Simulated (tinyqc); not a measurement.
# Inputs raised by 5 %, one at a time

Model: Tersoff bond-order potential. Computed by tinyqc, a small Python program. Command: `OMP_NUM_THREADS=1 python tinyqc.py 3025971 3025972 out.jsonl tersoff sens`. One thread of a shared host (Intel(R) Xeon(R) Processor @ 2.30GHz), about 0.01 s of CPU time with the checks.

E = (1/2) sum_(i, j != i) [A exp(-lambda r_ij) - b_ij B exp(-mu r_ij)], b_ij = (1 + (beta zeta_ij)^n)^(-1/(2n)), zeta_ij = sum_(k != i, j) g(theta_ijk), g = 1 + c^2/d^2 - c^2/(d^2 + (h - cos theta)^2), with theta at atom i. Only nearest neighbours count (cut-off function 1 for them, 0 beyond).

Inputs (values chosen for the exercise, modelled on silicon):

| quantity | value | unit |
|---|---|---|
| A | 1837.1 | eV |
| B | 475.84 | eV |
| lambda | 2.4799 | 1/angstrom |
| mu | 1.7322 | 1/angstrom |
| beta | 1.05e-06 | - |
| n | 0.7885 | - |
| c | 98970 | - |
| d | 16.1 | - |
| h | -0.6101 | - |

Constants: 1 eV/angstrom^3 = 160.2176634 GPa.

Method:
- zeta = 3 g(cos theta = -1/3).
- With z equal bonds of order b, r = ln(lambda A/(mu b B))/(lambda - mu) and E per atom = -(z/2) b B exp(-mu r)(1 - mu/lambda).
- a0 = 4 r/sqrt3; B0 = phi''(r)/(3 a0) with phi'' = mu (lambda - mu) b B exp(-mu r), since b does not change under uniform scaling.
- Each of the four neighbours loses one bond; its three other bonds now have zeta = 2 g, for the direction that starts at it. E_v = -E + 12 x (1/2)(b(3g) - b(2g)) B exp(-mu r), where -E is the pair-like cost.

Runs:

| input moved | from | to | energy per atom of the diamond lattice (eV) | bond length (angstrom) | bulk modulus B0 (GPa) | unrelaxed vacancy energy E_v (eV) |
|---|---|---|---|---|---|---|
| base run | - | - | -4.7275 | 2.3451 | 100.13 | 4.1753 |
| A (eV) | 1837.1 | 1928.95 | -4.2222 | 2.4103 | 87.01 | 3.7291 |
| B (eV) | 475.84 | 499.632 | -5.5578 | 2.2798 | 121.09 | 4.9088 |
| beta | 1.05e-06 | 1.1025e-06 | -4.7016 | 2.3473 | 99.49 | 4.1321 |
| c | 98970 | 103918 | -4.6749 | 2.3496 | 98.83 | 4.0877 |
| d | 16.1 | 16.905 | -4.8233 | 2.3370 | 102.51 | 4.3367 |
| lambda (1/angstrom) | 2.4799 | 2.6039 | -8.4903 | 2.0675 | 214.17 | 7.5973 |
| mu (1/angstrom) | 1.7322 | 1.81881 | -2.2313 | 2.5785 | 45.13 | 1.9366 |

Exponents ln(y'/y) / ln(x'/x):

| input | energy per atom of the diamond lattice | bond length | bulk modulus B0 | unrelaxed vacancy energy E_v |
|---|---|---|---|---|
| A | -2.317 | 0.563 | -2.879 | -2.317 |
| B | 3.317 | -0.578 | 3.895 | 3.317 |
| beta | -0.113 | 0.019 | -0.132 | -0.213 |
| c | -0.229 | 0.039 | -0.268 | -0.435 |
| d | 0.412 | -0.071 | 0.482 | 0.777 |
| lambda | 12.001 | -2.582 | 15.583 | 12.268 |
| mu | -15.388 | 1.945 | -16.333 | -15.746 |

Among the inputs moved here: energy per atom of the diamond lattice answers most in size to mu (exponent -15.388), next to lambda (+12.001). Bond length answers most in size to lambda (exponent -2.582), next to mu (+1.945). Bulk modulus B0 answers most in size to mu (exponent -16.333), next to lambda (+15.583). Unrelaxed vacancy energy E_v answers most in size to mu (exponent -15.746), next to lambda (+12.268).
